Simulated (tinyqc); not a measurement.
How far the series holds: five-level k.p model folded onto the conduction band.

For k along z and one spin sector the level c couples to four states. With c0 = hbar^2/2m0, P = sqrt(Ep c0), P2 = sqrt(Ep2 c0): diagonal Eg + (1 + Cm) c0 k^2 for c, and 0, -Dso, E7 + D2, E7 for lh, so, G8 up, G7 up (their own dispersion is left out); couplings of c: sqrt(2/3) P k to lh, sqrt(1/3) P k to so, sqrt(2/3) P2 k to G8 up, sqrt(1/3) P2 k to G7 up (phases chosen real).

Expanding E = H_cc + S(E) about Eg in powers of k^2, with s_n = sum_j H_cj^2/(Eg - H_jj)^n: order k^2: e2 = (1 + Cm) c0 k^2 + s1; order k^4: e4 = -s2 e2; order k^6: e6 = s3 e2^2 + s2^2 e2.

Constants: hbar^2/2m0 = 3.80998211 eV angstrom^2.

Parameters, chosen for this exercise (near those of InP; shifted at random, so the results belong to these values and not to a real crystal): Eg = 1.376 eV (gap at Gamma to the s-like level); Dso = 0.107 eV (spin-orbit splitting); Ep = 19.6 eV (Kane energy); E7 = 4.67 eV (upper Gamma7 conduction level, from the valence top); D2 = 0.07 eV (its spin-orbit splitting, Gamma8 above Gamma7); Ep2 = 5.7 eV (Kane energy to the upper levels); Cm = -0 (remote term in 1/m).

Energies from Eg; Pk/Eg measures the coupling.

Levels (eV):
```
k (1/angstrom)  Pk/Eg  to k^2   to k^4   to k^6   exact
0.0239          0.150  0.0287   0.0281   0.0281  0.0281
0.0546          0.343  0.1499   0.1322   0.1360  0.1352
0.0853          0.536  0.3658   0.2605   0.3163  0.2946
0.1160          0.728  0.6765   0.3164   0.6691  0.4805
0.1467          0.921  1.0819   0.1609   1.6040  0.6766
0.1774          1.114  1.5821  -0.3875   4.1252  0.8724
0.2081          1.307  2.1771  -1.5525  10.2059  1.0609
0.2388          1.500  2.8669  -3.6003  23.2484  1.2369
```

What does the comparison show, and why?

Within 2 % of the exact level stay: the k^2 term in no row, the sum to k^4 up to Pk/Eg = 0.15, the sum to k^6 up to Pk/Eg = 0.34. In the last row the errors are +1630, -4837 and +22012 meV: higher orders make it worse, since the series in k^2 converges only for Pk below about Eg/2 in the two-level limit E = Eg/2 + sqrt(Eg^2/4 + P^2 k^2).

Computed by tinyqc, a small Python program: `OMP_NUM_THREADS=1 python tinyqc.py 1051298 1051299 out.jsonl` (the numbers bound the seed that draws the inputs); one thread of a shared host (Intel(R) Xeon(R) Processor @ 2.30GHz), about 0.01 s for the whole set of steps.
